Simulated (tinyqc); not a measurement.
One anharmonic mode: perturbation theory, self-consistent phonons and exact levels: one step, computed by the program tinyqc.

V(x) = k x^2/2 + b x^4 for one coordinate x of mass M. A constant K > 0 gives hbar Omega = sqrt((hbar^2/u) K/M) with K in eV/angstrom^2 and M in u.

Question. Hamiltonian in a small basis. Basis: oscillator states n of the constant |k|, with x = s (a + a+), s^2 = hbar Omega/(2|k|); H = hbar Omega (n + 1/2) + (k - |k|) x^2/2 + b x^4, with exact matrix elements of x^2 and x^4.

Inputs (values chosen for the exercise, for a model mode): mode mass M = 58.3 u; harmonic constant k = -15.9 eV/angstrom^2; quartic constant b = 714 eV/angstrom^4; basis size N of the small matrix = 4.

Shape: double well.

Constants: hbar^2/u = 4.18015928e-03 eV angstrom^2.

Give: H.

Answer.

H (meV):
$$\begin{pmatrix}
2.41 & 0.00 & -17.04 & 0.00 \\
0.00 & 12.07 & 0.00 & -21.64 \\
-17.04 & 0.00 & 31.39 & 0.00 \\
0.00 & -21.64 & 0.00 & 60.37
\end{pmatrix}$$
